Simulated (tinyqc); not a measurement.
## Fermi velocity from one capacitance

Question. At zero temperature and without traps graphene has Cq = 2 q^3 phi/(pi hbar^2 vF^2), charge Cq phi/2, 1/C_G = 1/Cox + 1/Cq and Vg = phi + Cq phi/(2 Cox). Find Cq, phi, vF and n.

Constants: q = 1.602176634e-19 C, hbar = 1.054571817e-34 J s. Results are converted to the units shown.

Vg = 1.4748207 V
C_G = 0.35037829 uF/cm^2
Cox = 0.37946519 uF/cm^2

Solution. The series relation gives Cq, the voltage relation phi = Vg/(1 + Cq/(2 Cox)), and the formula for Cq then vF.

Cq = 4.571 uF/cm^2
phi = 0.2100 V
vF = 1.040e6 m/s
n = 2.996e12 cm^-2

Program tinyqc, `OMP_NUM_THREADS=1 python tinyqc.py 2200103 2200104 out.jsonl`; Intel Xeon 2.30GHz, shared host, one thread, about 0.01 s.
